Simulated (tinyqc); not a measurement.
# Changing the Sato parameter S

Model: collinear exchange A + BC -> AB + C on a London-Eyring-Polanyi-Sato surface: saddle, string of images and rate. Computed by tinyqc, a small Python program. Command: `OMP_NUM_THREADS=1 python tinyqc.py 3112444 3112445 out.jsonl leps sweep`. One thread of a shared host (Intel(R) Xeon(R) Processor @ 2.30GHz), about 0.3 s of CPU time with the checks.

x = r(AB), y = r(BC), r(AC) = x + y. V is counted from separated atoms, the barrier from A + BC, that is V + D(BC).

Inputs (values chosen for the exercise, bond data loosely for abstraction of hydrogen from a Ge-H bond by a hydrogen atom; the barrier is not fitted): D(AB) = 4.73 eV; r0(AB) = 0.742 angstrom; beta(AB) = 1.94 1/angstrom; D(BC) = 3.61 eV; r0(BC) = 1.53 angstrom; beta(BC) = 1.45 1/angstrom; D(AC) = 3.75 eV; r0(AC) = 1.53 angstrom; beta(AC) = 1.45 1/angstrom; mass of A = 1.008 u; mass of B = 1.008 u; mass of C = 72.6 u; temperature T = 700 K; step of the string = 0.015 angstrom^2/eV.

Constants: nu for 1 eV/(angstrom^2 u) = 15.6333042 THz; h x 1 THz = 4.135667696 meV; k_B = 1.380649e-23 J/K; u = 1.6605390666e-27 kg; k_B = 8.617333262e-05 eV/K.

Method:
- For each pair, with u = exp(-beta (r - r0)): Q = D [(3 + S) u^2 - (2 + 6 S) u]/(4 (1 + S)), J = D [(1 + 3 S) u^2 - (6 + 2 S) u]/(4 (1 + S)); V = Q1 + Q2 + Q3 - sqrt(((J1 - J2)^2 + (J2 - J3)^2 + (J3 - J1)^2)/2).
- String of 9 images between the fixed ends (r0(AB) + 2, r0(BC)) and (r0(AB), r0(BC) + 2), started on the two straight legs through (r0(AB) + 0.3, r0(BC) + 0.3): each iteration moves the inner images by -step x gradient (central differences) and spaces them evenly again along the broken line (coordinates are kept between 0.2 and 8 angstrom); stop when no coordinate changes by more than 1e-5 angstrom, at most 400 iterations.
- From the highest inner image, z -> z - H^-1 g with gradient g and Hessian H by central differences, steps capped at 0.15 angstrom, 12 steps.
- Wilson matrix G = [[1/m_A + 1/m_B, -1/m_B], [-1/m_B, 1/m_B + 1/m_C]]; eigenvalues lambda of G H give nu = 15.6333042 THz x sqrt(|lambda|), the negative one being imaginary. Reactant: nu_BC from k = 2 D beta^2 and 1/m_B + 1/m_C. Skew angle: cos = sqrt(m_A m_C/((m_A + m_B)(m_B + m_C))).
- One-dimensional rate constant without tunnelling, k = sqrt(k_B T/(2 pi mu)) [sinh(h nu_BC/(2 k_B T))/sinh(h nu_s/(2 k_B T))] exp(-barrier/(k_B T)) with mu = m_A (m_B + m_C)/(m_A + m_B + m_C); Wigner factor 1 + (h nu_i/(k_B T))^2/24; adiabatic barrier = barrier + h (nu_s - nu_BC)/2.

One run for each value:
```
Sato parameter S  barrier (eV)  imaginary frequency (THz)  real frequency at the saddle (THz)  adiabatic barrier (eV)
0.020                  0.61498                     68.418                              28.023                 0.54661
0.057                  0.48040                     62.551                              28.924                 0.41389
0.093                  0.35768                     55.503                              30.090                 0.29358
0.130                  0.24161                     46.312                              32.022                 0.18151
0.170                  0.13036                     33.400                              36.267                 0.07903
0.200                  0.05933                     21.939                              42.545                 0.02098
```

Over the rows, barrier (eV) falls from 0.615 to 0.0593 (exponent d ln y / d ln x -0.24 between the first rows and -4.8 between the last); imaginary frequency (THz) falls from 68.4 to 21.9 (exponent d ln y / d ln x -0.086 between the first rows and -2.6 between the last); real frequency at the saddle (THz) rises from 28.0 to 42.5 (exponent d ln y / d ln x 0.030 between the first rows and 0.98 between the last).  Left out: 0.240 (the string and Newton steps reached no saddle at least 0.02 eV above both asymptotes).

Caution (rows 0.200): the adiabatic barrier is below k_B T, so the saddle is a poor dividing surface.

Extremes, crossings and ranges named in words are read from the listed rows.
